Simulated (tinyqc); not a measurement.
Inside a calculation. Model: leakage currents through a thin dielectric. Computed by tinyqc, a small Python program that keeps every step. Command: `OMP_NUM_THREADS=1 python tinyqc.py 3002875 3002876 out.jsonl leak walk`. One thread of a shared host (Intel(R) Xeon(R) Processor @ 2.30GHz), about 0.01 s of CPU time with the checks. Intermediate numbers are printed to about 5 digits and carried at full precision; extremes and crossings named in words are read from the listed rows.

Electrons leave an electrode with Fermi energy E_F above its band bottom; barriers are counted from the Fermi level, and both electrodes are alike.

Inputs (values chosen for the exercise, modelled on TiO2):

| quantity | value | unit |
|---|---|---|
| barrier height phi_B | 0.627 | eV |
| tunnelling mass m | 0.44 | m_0 |
| static permittivity k | 48.1 | - |
| optical permittivity k_o | 5.75 | - |
| trap depth phi_t | 0.54 | eV |
| Poole-Frenkel prefactor sigma_0 | 0.001 | S/cm |
| thickness t | 7 | nm |
| electrode Fermi energy E_F | 5.5 | eV |
| electrode mass m_e | 0.3 | m_0 |
| voltage V | 1.3 | V |
| temperature T | 473 | K |

Stack: single layer.

Constants: m_0 = 9.1093837015e-31 kg; e = 1.602176634e-19 C; hbar = 1.054571817e-34 J s; k_B = 8.617333262e-05 eV/K; k_B = 1.380649e-23 J/K; eps_0 = 8.8541878128e-12 F/m; h = 6.62607015e-34 J s.

## Fields

Field F = V/t; equivalent oxide thickness 3.9 t/k.

field F = 1.8571 MV/cm

equivalent oxide thickness = 0.56757 nm

## Transmission at the Fermi level

WKB: a layer of mass m, field F and barrier b(x) = b_0 - e F x gives the exponent (4 sqrt(2 m)/(3 hbar e F)) [b_0^(3/2) - max(b_0 - e F t, 0)^(3/2)] for b_0 > 0; b_0 = barrier - (E - E_F); the transmission is D(E) = exp(-sum of exponents), without image force.

exponent of the dielectric = 12.113

transmission D(E_F) = 5.4865e-06

At E_F the barrier of the dielectric is triangular (Fowler-Nordheim tunnelling): its far edge lies below E_F.

## Tunnel current

Tsu-Esaki: J = (e m_e k_B T/(2 pi^2 hbar^3)) int D(E) ln[(1 + exp((E_F - E)/k_B T))/(1 + exp((E_F - eV - E)/k_B T))] dE over the normal energy E (its change with the mass at an interface is neglected) from max(0, E_F - 3 eV) to E_F + largest barrier, by 100 Gauss-Legendre points in each part, split at E_F - 0.3 eV (if inside the range) and E_F + 8 k_B T. The mean energy weights E - E_F by the integrand.

tunnel current density = 641.04 A/cm^2

mean energy of the current above E_F = 0.20988 eV

The current flows well above E_F: thermally assisted tunnelling nearer the top of the barrier.

## Thermal currents

Schottky emission J = A T^2 exp(-(phi_B - sqrt(e^3 F/(4 pi k_o eps_0)))/k_B T), A = 4 pi e m k_B^2/h^3 with the tunnelling mass; Poole-Frenkel J = sigma_0 F exp(-(phi_t - sqrt(e^3 F/(pi k_o eps_0)))/k_B T); both use the field F of the dielectric.

Schottky lowering = 0.21566 eV

Poole-Frenkel lowering = 0.43132 eV

Schottky current density = 489.96 A/cm^2

Poole-Frenkel current density = 129.07 A/cm^2

The Poole-Frenkel lowering is twice the Schottky one, because the charge of a trap is fixed while an image charge moves with the electron.

## Which mechanism rules?

The formulas are those given above.

Current densities (A/cm^2):

| V (V) | F (MV/cm) | tunnelling | Schottky | Poole-Frenkel |
|---|---|---|---|---|
| 0.26 | 0.3714 | 3.5605e+00 | 26.3 | 7.4378e-02 |
| 0.45 | 0.6429 | 9.0490e+00 | 55.5 | 5.7317e-01 |
| 0.65 | 0.9286 | 2.2677e+01 | 104.0 | 2.9091e+00 |
| 0.91 | 1.3000 | 8.0398e+01 | 206.5 | 1.6042e+01 |
| 1.10 | 1.5714 | 2.1885e+02 | 320.6 | 4.6774e+01 |
| 1.30 | 1.8571 | 6.4104e+02 | 490.0 | 1.2907e+02 |
| 1.60 | 2.2857 | 2.8836e+03 | 874.1 | 5.0554e+02 |
| 2.00 | 2.8571 | 1.5102e+04 | 1747.6 | 2.5261e+03 |

The largest current is Schottky emission from 0.260 to 1.10, tunnelling from 1.30 to 2.00 V. Over the table tunnelling grows by 3.6 decades, Schottky by 1.8 and Poole-Frenkel by 4.5. A plot of ln(J/F) against sqrt(F) for the Poole-Frenkel column has the slope 7.76 per sqrt(MV/cm), from which k_o follows; reading it as Schottky emission would give about k_o/4.

Checks made by the program: energy integral against adaptive quadrature (relative difference below 1e-10).
